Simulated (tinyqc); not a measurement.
## Energy and delay of logic against supply voltage: optimum supplies against the slope factor

One expression serves below and above threshold: I(Vg) = Ik [ln(1 + exp((Vg - VT + dd V)/(al nf Vt)))]^al, with I_on = I(V) and I_off = I(0). Gate delay td = kd C V/I_on, clock period LD td. Per gate and cycle the switching energy is act C V^2 and the leakage energy I_off V LD td. No short-circuit current, no variation. Minima are sought above 0.09 V; below a few Vt gates no longer switch and the model has no meaning.

V_min minimises the energy and V_EDP the product of energy and td.

Values chosen for this exercise; values of the order met in logic technologies:
- T = 250 K (temperature)
- VT = 0.32 V (threshold voltage at zero drain bias)
- dd = 0.06 (barrier lowering per volt of supply)
- Ik = 0.84 uA (specific current of a gate)
- al = 1.23 (exponent of the current law)
- C = 0.42 fF (load capacitance of a gate)
- kd = 0.9 (delay factor)
- LD = 60 (logic depth)
- act = 0.01 (activity factor)

Constants: q = 1.602176634e-19 C, kB = 1.380649e-23 J/K, Vt = kB T/q. Results are converted to the units shown.

Optimum supplies against the slope factor:
```
nf   V_min (V)  energy at V_min (aJ)  leakage share (%)  clock at V_min (MHz)  V_EDP (V)  clock at V_EDP (GHz)
1       0.2149                0.2436              20.37                 2.343     0.5117                0.9909
1.1     0.2363                0.2970              21.01                 7.909     0.5119                0.8822
1.2     0.2577                0.3592              22.35                 20.64     0.5128                0.7953
1.3     0.2791                0.4344              24.70                 43.33     0.5150                0.7269
1.4     0.3006                0.5286              28.23                 75.90     0.5197                0.6757
1.5     0.3223                0.6502              32.90                 115.2     0.5282                0.6403
1.6     0.3443                0.8100              38.52                 156.8     0.5414                0.6187
```

As nf goes from 1 to 1.6, V_min rises from 0.215 to 0.344 V, the energy there rises from 0.244 to 0.810 aJ, the clock there rises from 2.34 to 157 MHz and V_EDP rises from 0.512 to 0.541 V.

Numbers from tinyqc (`OMP_NUM_THREADS=1 python tinyqc.py 2082114 2082115 out.jsonl`; about 0.01 s on one thread of a shared Intel Xeon 2.30GHz).
